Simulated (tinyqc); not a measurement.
## Gate voltage from the surface potential

Inverse problem. At the source end, Vgs + Vsb - Vfb - psi = gamma sqrt(G), G = psi - Vt + Vt exp((psi - 2 phiF - Vsb)/Vt), and the voltage over the insulator is gamma sqrt(G). Find that voltage and Vgs.

Values chosen for this exercise:
```
symbol  value  unit                   meaning
T         300     K               temperature
Vfb     -0.96     V         flat-band voltage
Vsb         0     V  source-body reverse bias
```

Constants: q = 1.602176634e-19 C, kB = 1.380649e-23 J/K, Vt = kB T/q. Results are converted to the units shown.

psi = 2.8260671 V
phiF = 1.4555897 V
gamma = 0.30109428 V^0.5

Answer. In this direction the relation is explicit: no iteration is needed.

voltage over the insulator = 0.5039 V
Vgs = 2.370 V

Numbers from tinyqc (`OMP_NUM_THREADS=1 python tinyqc.py 2360071 2360072 out.jsonl`; about 0.03 s on one thread of a shared Intel Xeon 2.30GHz).
